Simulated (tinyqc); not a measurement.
Reflectance at normal incidence against thickness.

Normal incidence on air, film (n1) and substrate (N2 = n2 - i k2): r01 = (1 - n1)/(1 + n1), r12 = (n1 - N2)/(n1 + N2), amplitude (r01 + r12 X)/(1 + r01 r12 X), X = exp(-4 pi i n1 d/lam), R its squared modulus, phase from 0 to 360 degrees.

Inputs (values chosen for the exercise):
- lam = 632.8 nm (wavelength)
- n1 = 1.653 (index of the transparent film)
- n2 = 3.882 (index of the substrate)
- k2 = 0.019 (extinction coefficient of the substrate)

Reflectance at normal incidence against thickness:
```
d (nm)	R (%)	phase of the reflected amplitude (degrees)
0	34.85	179.8
24	31.50	155.3
48	21.91	126.7
71	9.797	87.96
95	3.025	2.772
119	9.270	274.5
142	21.35	234.8
166	31.19	205.9
190	34.84	181.3
```

R goes from 34.9 through a minimum of 3.03 (at d = 95 nm among the rows listed) to 34.8 %. At a quarter wave, d = 95.7 nm, R = 3.02 %; for a transparent substrate it would vanish for n1 = sqrt(n2) = 1.97.

Program tinyqc, `OMP_NUM_THREADS=1 python tinyqc.py 2870122 2870123 out.jsonl`; Intel Xeon 2.30GHz, shared host, one thread, about 0.01 s.
